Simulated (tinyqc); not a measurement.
Worked calculation: ion-assisted plasma etching: sheath, surface coverage, synergy and aspect-ratio dependence. Computed by tinyqc, a small Python program that keeps every step. Command: `OMP_NUM_THREADS=1 python tinyqc.py 3019872 3019873 out.jsonl etch walk`. One thread of a shared host (Intel(R) Xeon(R) Processor @ 2.30GHz), about 0.07 s of CPU time with the checks. Intermediate numbers are printed to about 7 digits and carried at full precision; extremes and crossings named in words are read from the listed rows.

Radicals adsorb on bare sites; ions remove covered sites with a high yield and bare sites by sputtering; a slow spontaneous reaction acts everywhere, walls included.

Inputs (values chosen for the exercise, close to those used for silicon dioxide in a fluorocarbon plasma):
```
quantity                                value       unit
plasma density n_e                    4.1e+11     1/cm^3
electron temperature T_e                    4         eV
ion mass M_i                               69          u
sheath voltage V                          650          V
radical density n                     1.4e+14     1/cm^3
radical mass M_n                           50          u
gas temperature T_g                       500          K
sticking coefficient s                   0.12          -
radicals per removed unit x                 4          -
yield slope b                            0.32  eV^(-1/2)
threshold E_th                            6.9         eV
sputter slope b_p                       0.019  eV^(-1/2)
sputter threshold E_p                      27         eV
spontaneous reaction probability k_c  1.4e-06          -
solid density N                       2.2e+22     1/cm^3
ion temperature T_i                      0.55         eV
aspect ratio A                              7          -
```

Feature: round hole.

Constants: e = 1.602176634e-19 C; u = 1.6605390666e-27 kg; k_B = 1.380649e-23 J/K; eps_0 = 8.8541878128e-12 F/m.

## Fluxes

Bohm speed u_B = sqrt(e T_e/M_i); ion flux G_i = 0.61 n_e u_B; radical flux G_n = n c/4 with c = sqrt(8 k_B T_g/(pi M_n)).

Bohm speed = 236502.7 cm/s

ion flux G_i = 5.914932e+16 1/(cm^2 s)

radical speed c = 46013.70 cm/s

radical flux G_n = 1.610479e+18 1/(cm^2 s)

flux ratio G_n/G_i = 27.22735

## Sheath and ion angles

Debye length lambda_D = sqrt(eps_0 T_e/(e n_s)) with n_s = 0.61 n_e, T_e in volts; Child-law sheath d = (sqrt2/3) lambda_D (2 V/T_e)^(3/4); ion energy E = V + T_e/2; angular spread = arctan(sqrt(T_i/E)).

Debye length = 29.72982 um

sheath thickness = 1072.750 um

ion energy E = 652 eV

angular spread = 1.663635 degrees

## Yields

Yields: Y = b (sqrt(E) - sqrt(E_th)) on covered sites, Y_p = b_p (sqrt(E) - sqrt(E_p)) on bare ones (zero below threshold).

yield Y = 7.330402

sputter yield Y_p = 0.3864246

## Open-field etch rate

Steady coverage: s G_n (1 - theta) = x Y G_i theta; removal flux = Y G_i theta + Y_p G_i (1 - theta) + k_c G_n; rate = flux/N, 1 cm/s = 6e8 nm/min. Lateral rate = k_c G_n/N; anisotropy = 1 - lateral/vertical; synergy = vertical/(ions alone + radicals alone), with ions alone Y_p G_i/N and radicals alone the lateral rate.

coverage theta = 0.1002576

vertical rate = 1746.490 nm/min

lateral rate = 0.06149103 nm/min

anisotropy = 0.9999648

synergy = 2.801431

The surface is nearly bare: radicals limit the ion-assisted part, and sputtering gives 32 % of the rate.

## Rate at the floor of the feature

Transmission of a round hole: K = 1/(1 + 3A/4), walls that scatter diffusely without loss. With a loss probability S = s (1 - theta) at the floor, G_b/G_n = K/(K + S - K S); theta follows G_b, and the two are solved together. Ions are taken to reach the floor unshadowed; G_b replaces G_n in every term of the rate; A is depth over diameter.

transmission K = 0.16

G_b/G_n = 0.6294419

coverage at the floor = 0.06554124

rate at the floor = 1357.583 nm/min

floor rate over open-field rate = 0.7773208

The lag is 22 %.

## Etch lag against aspect ratio

The formulas are those given above.

Floor of the feature:
```
A              K    G_b/G_n       theta  rate (nm/min)  relative rate
0.5    0.7272727  0.9609401  0.09672026       1706.863      0.9773109
1.0    0.5714286  0.9245614  0.09340068       1669.676      0.9560182
2.0    0.4000000  0.8589017  0.08734701       1601.860      0.9171884
5.0    0.2105263  0.7056181  0.07289496       1439.962      0.8244893
10.0   0.1176471  0.5408795  0.05684379       1260.150      0.7215333
20.0   0.0625000  0.3663814  0.03922422       1062.769      0.6085174
50.0   0.0259740  0.1848712  0.02018425        849.477      0.4863910
100.0  0.0131579  0.1010119  0.01113039        748.052      0.4283177
```

K falls by a factor 55.3 over the rows and the rate by 2.28. Among these rows the rate stays within 10 % of the open-field value up to A = 2, with an open-field coverage below one half; sputtering, which needs no radicals, carries much of the rate in the last rows. Caution: rows with A above about 1/(2 tan(ion spread)) or 1/sqrt(k_c), often 10 to 30, are formal: ion shadowing, radical loss on the walls, redeposition of sputtered material and, in fluorocarbon plasmas, polymer growth are left out and add to the lag.

## Yield per ion against the flux ratio

The ion flux is fixed and the radical flux set by the ratio; the removal per ion is the removal flux over G_i.

Open field:
```
G_n/G_i         theta  rate (nm/min)  removal per ion
0.3      1.226258e-03         637.10         0.394940
1        4.075864e-03         669.03         0.414729
3        1.212872e-02         759.24         0.470650
10       3.931641e-02        1063.80         0.659451
30       1.093507e-01        1848.35         1.145795
100      2.904050e-01        3876.64         2.403130
300      5.511193e-01        6797.56         4.213805
1000     8.036345e-01        9627.75         5.968244
3000     9.246854e-01       10988.25         6.811619
```

Coverage reaches one half at G_n/G_i = x Y/s = 244. Below that the ion-assisted part follows the radical flux, on top of the sputter floor Y_p = 0.386; above it the ion-assisted part saturates at Y = 7.33 per ion.

Checks made by the program: series form 1/R = 1/(Y G_i) + x/(s G_n) of the ion-assisted part (relative difference below 1e-10).
